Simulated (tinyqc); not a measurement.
Comparisons within one model: donor near an oxide interface in a gate field (two-state model). A value that a table varies takes the place of the one given here.

Interface at z = 0 (hard wall), donor at z = d, field F pulling electrons to the interface: potential e F z; 1 kV/cm = 1e-5 eV/angstrom, c = hbar^2/2m0, q = e^2/(4 pi eps0), Q = (eps - eo)/(eps + eo). Donor state: E_D = e F d - ED - q Q/(4 eps d), the last term joining the images of ion and electron. Interface state: z exp(-b z/2) exp(-rho^2/(2 L^2)) with E_z = c b^2/(4 mz) + 3 e F/b + q Q b/(8 eps), minimised over b; in the plane at z = 3/b the ion (distance D = d - 3/b) and its image (D' = d + 3/b) give E_rho = c/(mt L^2) - (q/eps)(sqrt(pi)/L)[erfcx(D/L) + Q erfcx(D'/L)], erfcx(x) = exp(x^2) erfc(x), minimised over L. E_I = E_z + E_rho.

The two states couple by t = t0 exp(-D/aD) with t0 = q/(eps aD) (2 aD/L) sqrt(aD b/2) v, v a valley factor; this form is an estimate. With detuning u = E_D - E_I the splitting is sqrt(u^2 + 4 t^2) and the lower state has weight (1 - u/sqrt(u^2 + 4 t^2))/2 on the donor.

Constants: hbar^2/2m0 = 3.80998211 eV angstrom^2; e^2/(4 pi eps0) = 14.39964547 eV angstrom.

Values chosen for the exercise (near those of a donor in Si below Si3N4, static dielectric constants; shifted at random, so the results belong to these values and not to a real crystal):
- d = 80 angstrom (depth of the donor)
- ED = 54.7 meV (bulk binding energy)
- mz = 0.921 m0 (mass across the interface)
- mt = 0.195 m0 (mass in the plane)
- eps = 11.3 (dielectric constant of the semiconductor)
- eo = 7.5 (dielectric constant of the oxide)
- aD = 17.4 angstrom (donor radius)
- v = 0.48 (valley factor)
- Fl = (86.801, 100.364, 105.789, 108.502, 111.214, 116.639, 130.202) kV/cm (fields)
- dl = (65, 90, 120, 155, 200, 250) angstrom (depths)

## Sweeping the field

Both levels, the splitting, the donor weight and the mean depth w d + (1 - w) 3/b.

Results:
```
F (kV/cm)  E_D (meV)  E_I (meV)  splitting (meV)  donor weight  mean depth (angstrom)
86.801        13.936     24.884             11.1         0.993                   79.7
100.364       24.786     28.961             4.50         0.964                   78.1
105.789       29.126     30.526             2.15         0.825                   70.8
108.502       31.297     31.297             1.62         0.500                   53.5
111.214       33.466     32.059             2.13         0.170                   35.8
116.639       37.806     33.562             4.52         0.031                   27.9
130.202       48.657     37.201             11.6         0.004                   25.5
```

E_D rises by 0.80 and E_I by 0.28 meV per kV/cm, so they cross once, near 108.5 kV/cm, where the splitting is 2t = 1.62 meV. The donor weight passes from 0.85 to 0.15 while the detuning goes from -2t to 2t, a window of 6.3 kV/cm or 5.8 % of the field; across the table the charge moves by 54 angstrom.

## Depth of the donor

Critical field, and the coupling, E_rho and L at that field.

Results:
```
d (angstrom)  critical field (kV/cm)  e F d/ED  t (meV)  E_rho (meV)  L (angstrom)
65                             143.1     1.700      2.0       -17.20            61
90                              93.2     1.534     0.44       -12.92            77
120                             65.2     1.430    0.075        -9.98            94
155                             48.0     1.359   0.0098        -7.91           113
200                             35.6     1.302  0.00074        -6.26           135
250                             27.6     1.262  4.2e-05        -5.10           158
```

The critical field falls from 143 to 28 kV/cm, with exponent -1.22 in d, while t drops by a factor 4.8e+04, about e for each 17 angstrom at the end (aD = 17.4). One lattice plane (1.36 angstrom) of misplacement changes t by 8 % and the critical field by about 1.4 % at 120 angstrom.

## What each parameter does

Critical field (E_D = E_I), and t and L there. Each row changes one parameter from the base and keeps the others.

Results:
```
case                critical field (kV/cm)  t (meV)  L (angstrom)
base                                 108.5    0.809          70.5
d = 70 angstrom                      129.4     1.48          64.2
ED = 60.7 meV                        120.0    0.774          71.1
aD = 19.1 angstrom                   108.5     1.11          70.5
mz = 0.783 m0                        112.3    0.851          69.9
mt = 0.224 m0                        107.5    0.862          66.4
eo = 11.2                            104.4    0.757          73.1
eps = 12                             110.6    0.741          72.2
```

The largest shifts from the base row, up to three for each result and ties (the steps differ in size, so this ranks the rows, not the parameters). critical field (kV/cm): d +20.9, ED +11.5, eo -4.1; unchanged at the printed digits by aD. t (meV): d +0.675, aD +0.303, eps -0.0674. L (angstrom): d -6.3, mt -4.1, eo +2.6; unchanged at the printed digits by aD.

(tinyqc, `OMP_NUM_THREADS=1 python tinyqc.py 1252622 1252623 out.jsonl`, Intel(R) Xeon(R) Processor @ 2.30GHz, 1 thread, shared host, about 0.08 s.)
